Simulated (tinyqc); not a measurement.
Rapid thermal processing of a wafer: radiative balance, ramp and cooling, pattern effects, pyrometer error and spike budget. Changing the reflectivity of the chamber walls r. Computed by tinyqc, a small Python program. Command: `OMP_NUM_THREADS=1 python tinyqc.py 3110203 3110204 out.jsonl rtp sweep`. One thread of a shared host (Intel(R) Xeon(R) Processor @ 2.30GHz), about 0.1 s of CPU time with the checks.

The wafer is opaque and uniform through its thickness unless said otherwise; temperatures in formulas are in kelvin (C + 273.15). sigma = 5.670374419e-12 W/(cm^2 K^4).

Inputs (values chosen for the exercise, modelled on a hot silicon wafer):
```
quantity                                              value         unit
wafer thickness d                                       775   micrometre
heat capacity per volume C                             2.13   J/(cm^3 K)
thermal conductivity k                                 0.24     W/(cm K)
emissivity eps of each face                             0.7            -
gas heat-transfer coefficient h, both faces together   0.92  mW/(cm^2 K)
wall temperature T_w                                    300            K
process temperature                                     820            C
starting temperature                                    500            C
ramp rate                                               100          K/s
relative change of absorptivity over a pattern          4.1            %
period of the pattern                                   2.1           mm
activation energy of the process E_a                   3.66           eV
```

Constants: k_B = 8.617333262e-05 eV/K.

Method:
- Effective emissivity between parallel grey plates: eps_eff = 1/(1/eps + 1/(1 - r) - 1). Loss per area q(T) = 2 eps_eff sigma (T^4 - T_w^4) + h (T - T_w).
- Absorbed power during a ramp = q(T) + C d x ramp rate; thermal time constant tau = C d/(dq/dT), dq/dT = 8 eps_eff sigma T^3 + h; natural cooling rate q/(C d); front-to-back difference under one-sided heating at the end of the ramp = (absorbed power) d/(2 k).
- Cooling with the lamps off: C d dT/dt = -q(T), integrated adaptively (relative tolerance 1e-10).
- Spike anneal: linear ramp to the peak, then lamps off. Equivalent time at the peak = int exp(-(E_a/k_B)(1/T - 1/T_peak)) dt; estimate (k_B T^2/E_a)(1/ramp rate + 1/cooling rate). The ramp part uses 4000 trapezoid steps, the cooling part 4000 steps over 4 tau.
- Time within 50 K of the peak from the same curves.
- At steady state a sinusoidal change of absorbed power of relative amplitude a and period p gives the temperature amplitude a q/(dq/dT + k d (2 pi/p)^2); healing length l = sqrt(k d/(dq/dT)); process change = E_a dT/(k_B T^2). Emissivity is taken as unchanged.

One run for each value; columns: (1) reflectivity of the chamber walls r; (2) holding power q (W/cm^2); (3) natural cooling rate (K/s); (4) equivalent time, total (s); (5) healing length l (mm):
```
(1)      (2)     (3)     (4)     (5)
0.00  12.001  72.703  0.6738   6.623
0.14  10.848  65.718  0.7167   6.982
0.27   9.683  58.660  0.7704   7.411
0.41   8.313  50.357  0.8527   8.033
0.54   6.917  41.902  0.9698   8.861
0.68   5.261  31.871  1.1885  10.282
0.81   3.559  21.559  1.6224  12.812
0.95   1.518   9.195  3.3837  22.064
```

Over the rows, holding power q (W/cm^2) falls from 12.0 to 1.52; natural cooling rate (K/s) falls from 72.7 to 9.20; equivalent time, total (s) rises from 0.674 to 3.38. Reflecting walls save power but slow the cooling, which lengthens the equivalent time of a spike.

Extremes, crossings and ranges named in words are read from the listed rows.
